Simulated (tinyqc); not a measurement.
# Frequency dispersion of an accumulation capacitance by border traps, distributed model: effects of single changes

Traps spread evenly through the insulator exchange electrons with the semiconductor by tunnelling, with tau(x) = t0 exp(2 ka x) at depth x from the interface. The admittance per area Y seen at depth x obeys dY/dx = -Y^2/(i w eps0 eox) + q Nb ln(1 + i w tau)/tau, with Y(0) = i w Cs and w = 2 pi f; the gate sees Y(tox) = G + i w C. Working variable y = Y/(i w), in uF/cm^2. Cox = eps0 eox/tox.

Values chosen for this exercise; permittivity close to that of zirconium oxide:
- eox = 21.7 (relative permittivity of the insulator)
- tox = 5.6 nm (insulator thickness)
- Cs = 0.52 uF/cm^2 (semiconductor capacitance in accumulation)
- Nb = 3.5e18 cm^-3 eV^-1 (density of border traps)
- ka = 5.1 1/nm (decay constant of the wave function in the insulator)
- t0 = 2e-11 s (time constant of a trap at the interface)
- f = 100 Hz (frequency)

Constants: q = 1.602176634e-19 C, eps0 = 8.8541878128e-14 F/cm where lengths are in cm. Results are converted to the units shown.

Each table varies one quantity; the others keep the values above.

## Capacitance and loss against frequency

Cox; trap-free value 1/(1/Cox + 1/Cs); response depth d = ln(1/(w t0))/(2 ka), where w tau = 1; lumped estimate: all traps within d act as C_bt = q Nb d placed at d/2, so C = 1/{1/[1/(1/Cs + d/(2 eps0 eox)) + C_bt] + (tox - d/2)/(eps0 eox)}. C and G from a fine integration; dispersion -d C/d log10 f over C, from f times and over 1.1. For a broad spread of time constants G/w is close to -(pi/2) dC/d ln w.

The same in every row: trap-free C (uF/cm^2) = 0.4516.

Capacitance and loss against frequency:

| f (Hz) | d (nm) | C (uF/cm^2) | G/w (uF/cm^2) | dispersion (% a decade) | -(pi/2) dC/d ln w (uF/cm^2) | lumped C (uF/cm^2) |
|---|---|---|---|---|---|---|
| 10 | 2.009 | 0.5438 | 0.007014 | 1.890 | 0.007013 | 0.5391 |
| 100 | 1.784 | 0.5336 | 0.006945 | 1.908 | 0.006945 | 0.5290 |
| 1000 | 1.558 | 0.5234 | 0.006880 | 1.927 | 0.006880 | 0.5189 |
| 10000 | 1.332 | 0.5134 | 0.006819 | 1.947 | 0.006819 | 0.5090 |
| 1e5 | 1.106 | 0.5034 | 0.006762 | 1.969 | 0.006761 | 0.4991 |
| 1e6 | 0.8806 | 0.4936 | 0.006707 | 1.992 | 0.006707 | 0.4893 |
| 1e7 | 0.6548 | 0.4838 | 0.006655 | 2.017 | 0.006657 | 0.4795 |

Read the table: what changes, and by how much?

C falls from 0.5438 to 0.4838 uF/cm^2, towards the trap-free 0.4516; each decade of frequency removes ln 10/(2 ka) = 0.226 nm from the response depth. The dispersion rises from 1.89 to 2.02 % a decade and G/w falls from 0.00701 to 0.00665 uF/cm^2. G/w stays at 1.00 times -(pi/2) dC/d ln w, the relation for a broad spread of time constants.

## Effect of the decay constant of the wave function in the insulator

Same model as above.

The same in every row: trap-free C (uF/cm^2) = 0.4516.

Effect of the decay constant of the wave function in the insulator:

| ka (1/nm) | d (nm) | C (uF/cm^2) | G/w (uF/cm^2) | dispersion (% a decade) | -(pi/2) dC/d ln w (uF/cm^2) | lumped C (uF/cm^2) |
|---|---|---|---|---|---|---|
| 2.5 | 3.638 | 0.6262 | 0.01565 | 3.664 | 0.01565 | 0.6150 |
| 3.2 | 2.843 | 0.5853 | 0.01167 | 2.922 | 0.01167 | 0.5773 |
| 3.9 | 2.332 | 0.5600 | 0.009322 | 2.440 | 0.009321 | 0.5538 |
| 4.6 | 1.977 | 0.5428 | 0.007769 | 2.098 | 0.007768 | 0.5377 |
| 5.3 | 1.716 | 0.5304 | 0.006663 | 1.841 | 0.006662 | 0.5260 |
| 6 | 1.516 | 0.5209 | 0.005835 | 1.642 | 0.005835 | 0.5171 |
| 6.7 | 1.358 | 0.5135 | 0.005191 | 1.482 | 0.005191 | 0.5101 |
| 7.4 | 1.229 | 0.5075 | 0.004676 | 1.351 | 0.004676 | 0.5044 |

As ka goes from 2.5 to 7.4, C falls from 0.626 to 0.507 uF/cm^2, the dispersion falls from 3.66 to 1.35 % a decade and G/w falls from 0.0157 to 0.00468 uF/cm^2. The lumped estimate is 1.8 % below C in the first row and 0.60 % below it in the last.

Program tinyqc, `OMP_NUM_THREADS=1 python tinyqc.py 2202145 2202146 out.jsonl`; Intel Xeon 2.30GHz, shared host, one thread, about 0.4 s.
